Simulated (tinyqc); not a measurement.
# Tunnelling through a gate dielectric, WKB transmission and Tsu-Esaki current: dielectrics compared at equal EOT

Electrons leave the emitter at x = 0. Energies E (motion across the layers) are in eV from the emitter Fermi level; the collector Fermi level lies at -V and offers states at every E. No charge in the dielectric and no image force: F1 = V/t1, U = phi1 - F1 x. With C = hbar^2/(2 m0), kappa = sqrt(m (U - E)/C) where U > E and 0 elsewhere; T(E) = exp(-S), S = 2 times the integral of kappa over x.

A single layer of thickness t1 = EOT eps_r/3.9 for each dielectric, at V = 1.2 V. Each layer adds (2/F) sqrt(m/C) [G(u at its left edge) - G(u at its right edge)] to S, with u = U - E (0 where negative) and G(u) = (2/3) u^1.5. J = J0 times the integral of T(E) N(E) dE, N = ln[(1 + exp(-E/Vt))/(1 + exp((-E - V)/Vt))], J0 = q^2 me m0 kB T/(2 pi^2 hbar^3) (times 1e-4 for A/cm^2 per eV), from E = -Ef to far above the barrier (T = 1 there), by quadrature converged to the digits shown.

Inputs (values chosen for the exercise):
```
symbol  value  unit                                            meaning
T         200     K                                        temperature
Ef       0.37    eV  Fermi energy of the emitter above its band bottom
me          1    m0                emitter mass in the supply function
EOT       0.9    nm                         equivalent oxide thickness
```

Constants: q = 1.602176634e-19 C, kB = 1.380649e-23 J/K, hbar = 1.054571817e-34 J s, m0 = 9.1093837015e-31 kg, Vt = kB T/q, hbar^2/(2 m0) = 0.0380998212 eV nm^2. Results are converted to the units shown.

Dielectrics (values chosen for the exercise, close to those of the materials named):
```
                 eps_r  phi1 (eV)  m1 (m0)
silicon dioxide    3.8       3.23     0.51
silicon nitride   7.37       2.05      0.5
aluminium oxide   9.29       2.47     0.41
hafnium oxide     21.4       1.57      0.2
zirconium oxide   24.2       1.41     0.25
```

Leakage at equal EOT:
```
                 t1 (nm)  S at E = 0  J (A/cm^2)  eps_r sqrt(m1 phi1)
silicon dioxide   0.8769       10.38     2.179e4                4.877
silicon nitride    1.701       14.73       146.2                7.462
aluminium oxide    2.144       19.15       1.746                9.349
hafnium oxide      4.938       21.90     0.03759                11.99
zirconium oxide    5.585       25.08    8.816e-4                14.37
```

What do the numbers show?

From the lowest current to the highest: zirconium oxide, hafnium oxide, aluminium oxide, silicon nitride, silicon dioxide; the span is 7.39 decades. The figure eps_r sqrt(m1 phi1), to which S is proportional at low voltage, gives the same order. In 1 of the 5 rows the field exceeds 10 MV/cm (up to 13.7), more than most dielectrics sustain; the model ignores breakdown.

Program tinyqc, `OMP_NUM_THREADS=1 python tinyqc.py 2540146 2540147 out.jsonl`; Intel Xeon 2.30GHz, shared host, one thread, about 0.02 s.
